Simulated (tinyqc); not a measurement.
Undoped gate-all-around wire MOSFET, analytic charge model: one step of the calculation.

An undoped round wire of radius R under an insulator shell and a surrounding gate; long channel, electrons only, n = ni exp((psi - V)/Vt) with V the quasi-Fermi potential (0 at the source, Vd at the drain), constant mobility, no quantisation. The radial Poisson equation gives n(r) = n(0)/(1 - (1 - b) r^2/R^2)^2 with b = Q0/(Q + Q0). Q is the electron charge per area of the wire surface.

Problem. Charge at the source by substitution. With V = 0: u = Vg - V0 - Q/Cox, then Q(new) = (Q0/2)[sqrt(1 + 4 exp(u/Vt)) - 1], the root of Vt ln[(Q/Q0)(1 + Q/Q0)] = u.

Inputs (values chosen for the exercise): temperature T = 300 K; gate voltage Vg = 0.58 V.

Constants: q = 1.602176634e-19 C, kB = 1.380649e-23 J/K, Vt = kB T/q. Results are converted to the units shown.

Q after iteration 1 = 82.081187 nC/cm^2
Cox = 3.1040560 uF/cm^2
Q0 = 107.12448 nC/cm^2
V0 = 0.57217821 V

Find: u; Q after iteration 2.

Solution.

u = -0.01862 V
Q after iteration 2 = 38.38 nC/cm^2

Program tinyqc, `OMP_NUM_THREADS=1 python tinyqc.py 2460119 2460120 out.jsonl`; Intel Xeon 2.30GHz, shared host, one thread, about 0.03 s.
